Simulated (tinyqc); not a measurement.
Exchange-split free-electron bands and tunnelling magnetoresistance: sweeps and comparisons. A value that a table varies takes the place of the one given here.

Majority and minority bands E = c k^2/m -/+ Dx/2, c = hbar^2/2m0, so k_up = sqrt(m (EF + Dx/2)/c), k_dn = sqrt(m (EF - Dx/2)/c); n_s = k_s^3/(6 pi^2), D_s = m k_s/(4 pi^2 c).

Barrier: kappa = sqrt(mb phi/c), c = hbar^2/2m0. With a = k1/m, b = k2/m, w = kappa/mb, the transmission at normal incidence is T(k1, k2) = 4 a b w^2/[w^2 (a + b)^2 + (w^2 + a^2)(w^2 + b^2) sinh^2(kappa d)]. Parallel: G_P = T(up, up) + T(dn, dn); antiparallel: G_AP = 2 T(up, dn); TMR = (G_P - G_AP)/G_AP. Julliere: TMR = 2 P^2/(1 - P^2). Slonczewski factor: P_eff = P_k (w^2 - a_up a_dn)/(w^2 + a_up a_dn), P_k = (k_up - k_dn)/(k_up + k_dn).

Constants: hbar^2/2m0 = 3.80998211 eV angstrom^2.

Values chosen for the exercise:
```
symbol  value  unit      meaning
EF      3.31   eV        Fermi energy above the mean band bottom
Dx      3.96   eV        exchange splitting
m       1.3    m0        mass in the electrodes
mb      0.78   m0        mass in the barrier
d       7.8    angstrom  barrier thickness
phi     1.4    eV        barrier height above EF
```

## Barrier height

Results:
```
phi (eV),w (1/angstrom),P_eff,TMR (%),G_P
0.20,0.259,-0.2579,12.28,0.146
0.40,0.367,-0.1987,7.89,0.0586
0.70,0.485,-0.1292,3.42,0.0172
1.0,0.580,-0.0758,1.18,0.00590
1.5,0.710,-0.0098,0.03,0.00125
2.0,0.820,0.0378,0.29,0.000326
3.0,1.005,0.1019,2.10,3.26e-05
4.0,1.160,0.1430,4.18,4.56e-06
6.0,1.421,0.1928,7.72,1.64e-07
10,1.834,0.2409,12.32,8.14e-10
```

What does this show?

P_eff vanishes where w^2 = a_up a_dn, at phi = 1.59 eV, inside the table; the lowest TMR listed is 0.03 % at 1.5 eV. TMR is 12.3 % at the lowest barrier and 12.3 % at the highest, against 24.8 % for Julliere with P_k; P_eff tends to +P_k for very high barriers and to -P_k for very low ones. G_P falls by 8.3 decades.

## Barrier thickness

Results:
```
d (angstrom),kappa d,G_P,G_AP,TMR (%)
1,0.535,1.48,1.35,9.13
2,1.071,0.697,0.668,4.34
3,1.606,0.269,0.264,1.72
4,2.141,0.0959,0.0953,0.67
6,3.212,0.0115,0.0115,0.16
8,4.283,0.00135,0.00135,0.10
10,5.354,0.000159,0.000159,0.09
13,6.960,6.40e-06,6.39e-06,0.09
16,8.566,2.58e-07,2.57e-07,0.09
20,10.707,3.56e-09,3.55e-09,0.09
```

What does this show, and why?

For thick barriers each angstrom costs a factor exp(2 kappa) = 2.92 in both conductances, and TMR settles at 0.09 % (the interface factor, which vanishes at (kappa/mb)^2 = k_up k_dn/m^2, reduces it below the value from the polarisation of k alone); it is within 0.1 point of that from d = 6 angstrom on. At 1 angstrom it is 9.13 %, where the barrier is thin and the mismatch of k_up and k_dn starts to rule, as it does fully for d -> 0.

## Exchange splitting

Dx takes the listed multiples of 2 EF.

Results:
```
Dx/(2 EF),k_up,k_dn,P_k,P_eff,TMR (%)
0.10,1.1146,1.0082,0.0501,-0.0086,0.01
0.20,1.1642,0.9505,0.1010,-0.0165,0.06
0.35,1.2348,0.8568,0.1807,-0.0255,0.13
0.50,1.3016,0.7515,0.2679,-0.0275,0.16
0.65,1.3651,0.6287,0.3693,-0.0139,0.05
0.80,1.4258,0.4753,0.5000,0.0402,0.35
0.90,1.4649,0.3361,0.6268,0.1478,4.50
0.97,1.4916,0.1841,0.7803,0.3801,33.81
```

What does this show?

P_k rises from 0.050 to 0.780, and TMR goes from 0.01 % to 33.8 %, not steadily: its largest value is 33.81 % at 0.97 and its smallest 0.01 % at 0.1; P_eff changes sign along the table. At Dx = 2 EF the minority band is empty (a half metal) and G_AP vanishes.

## What moves the magnetoresistance

All results formed anew. Each row changes one parameter from the base and keeps the others.

Results:
```
case,P_k,P_eff,TMR (%),G_P
base,0.3321,-0.0213,0.10,0.00167
Dx = 4.158 eV,0.3532,-0.0174,0.07,0.00165
EF = 3.641 eV,0.2957,-0.0396,0.32,0.00170
phi = 1.82 eV,0.3321,0.0222,0.10,0.000519
mb = 0.624 m0,0.3321,0.0158,0.07,0.00405
d = 9.8 angstrom,0.3321,-0.0213,0.09,0.000197
m = 1.56 m0,0.3321,0.0090,0.03,0.00168
```

What can be read from the table?

The largest shifts from the base row, up to three for each result and ties (the steps differ in size, so this ranks the rows, not the parameters). P_k: EF -0.0364, Dx +0.0212; unchanged at the printed digits by phi, mb, d and m. P_eff: phi +0.0435, mb +0.0370, m +0.0302; unchanged at the printed digits by d. TMR (%): EF +0.22, m -0.07, Dx -0.03, mb -0.03; unchanged at the printed digits by phi. G_P: mb +0.00237, d -0.00148, phi -0.00116.

Computed by tinyqc, a small Python program: `OMP_NUM_THREADS=1 python tinyqc.py 1680968 1680969 out.jsonl` (the numbers bound the seed that draws the inputs); one thread of a shared host (Intel(R) Xeon(R) Processor @ 2.30GHz), about 0.01 s for the whole set of steps.
